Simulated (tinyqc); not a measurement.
# Trap and transport parameters from the curve

Question. A layer shows an ohmic current q n0 mu V/L, then a square law (9/8) th eps0 eps_r mu V^2/L^3 above Vx = 8 q n0 L^2/(9 th eps0 eps_r), and trap filling at V_TFL = q Nt L^2/(2 eps0 eps_r). th = y/(1 + y), y = (Nc/Nt) exp(-Et/kB T). The square-law current at V is given. Find th, n0, Nt and Et.

Inputs (values chosen for the exercise):
- T = 350 K (temperature)
- eps_r = 4.2 (relative permittivity)
- mu = 0.00026 cm^2/(V s) (mobility)
- L = 560 nm (thickness)
- Nc = 1.9e19 cm^-3 (band density of states)
- V = 5 V (voltage)

Constants: q = 1.602176634e-19 C, kB = 1.380649e-23 J/K, Vt = kB T/q, eps0 = 8.8541878128e-14 F/cm where lengths are in cm. Results are converted to the units shown.

Mott-Gurney J = 0.0028725799 A/cm^2
Vx = 3.1721937 V
V_TFL = 74.310660 V

Answer. The square law gives th, Vx gives n0, V_TFL gives Nt, and th with Nt gives Et.

th = 0.1855
n0 = 4.900e14 cm^-3
Nt = 1.100e17 cm^-3
Et = 0.2000 eV

Computed by the program tinyqc: `OMP_NUM_THREADS=1 python tinyqc.py 2370014 2370015 out.jsonl`, one thread of a shared Intel Xeon 2.30GHz, about 0.01 s for the whole run.
